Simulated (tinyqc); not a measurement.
Capture against depth of the level: configuration-coordinate model of carrier capture at a defect.

Two parabolas of equal curvature k in one coordinate Q: with the carrier free at the band edge, U_f = k Q^2/2; with the carrier trapped, U_t = k (Q - dQ)^2/2 - ET. ER = k dQ^2/2, Huang-Rhys factor S = ER/hw, hw = 0.0646541 sqrt(k/M) eV for k in eV/angstrom^2 and M in u. The curves cross at a height Eb = (ER - ET)^2/(4 ER) above the free minimum.

Multiphonon factor for giving p = ET/hw phonons to the lattice: W = exp(-S (2 nb + 1)) ((nb + 1)/nb)^(p/2) I_p(x), nb = 1/(exp(hw/kT) - 1), x = 2 S sqrt(nb (nb + 1)), I_p the modified Bessel function. Classical limit: W = hw exp(-Eb/kT)/sqrt(4 pi ER kT). At T = 0: exp(-S) S^p/Gamma(p + 1).

Constants: kB = 8.617333262e-05 eV/K.

Inputs chosen for the exercise (out of a larger set: of the size met at a vacancy centre in SiC; not measured data):

| symbol | value | unit | meaning |
|---|---|---|---|
| ER | 0.48 | eV | relaxation energy |
| hw | 0.046 | eV | phonon energy of the mode |
| T | 200 | K | temperature |

ET is varied at fixed ER, hw and T, as by moving the band edge with alloying or pressure.

Against ET:

| ET/ER | ET (eV) | Eb (eV) | log10 W | log10 W, classical |
|---|---|---|---|---|
| 0.10 | 0.048 | 0.0972 | -2.857 | -3.295 |
| 0.25 | 0.120 | 0.0675 | -2.175 | -2.547 |
| 0.50 | 0.240 | 0.0300 | -1.412 | -1.602 |
| 0.75 | 0.360 | 0.0075 | -1.027 | -1.035 |
| 1.00 | 0.480 | 0.0000 | -0.940 | -0.846 |
| 1.25 | 0.600 | 0.0075 | -1.095 | -1.035 |
| 2.00 | 0.960 | 0.1200 | -2.664 | -3.870 |
| 3.00 | 1.440 | 0.4800 | -6.602 | -12.941 |

Give the missing row, ET/ER = 1.50, ET (eV) = 0.720.

Computed row:
```
ET/ER  ET (eV)  Eb (eV)  log10 W  log10 W, classical
1.50     0.720   0.0300   -1.452              -1.602
```

Capture is fastest at ET/ER = 1 among these rows, where the barrier vanishes or nearly so. The classical form is symmetric about ET = ER; the quantum one gives -1.41 at 0.5 and -1.45 at 1.5, against -1.60 for both. At ET = 3 ER it lies 6.3 decades above the classical value: deep levels capture by emitting many phonons, and the rate falls with depth by 8.2 decades per eV between the last two rows. Rows deeper than the gap of the host are formal.

Run: tinyqc, `OMP_NUM_THREADS=1 python tinyqc.py 1482759 1482760 out.jsonl`; Intel(R) Xeon(R) Processor @ 2.30GHz, one thread, shared host; about 0.01 s of CPU time with all checks.
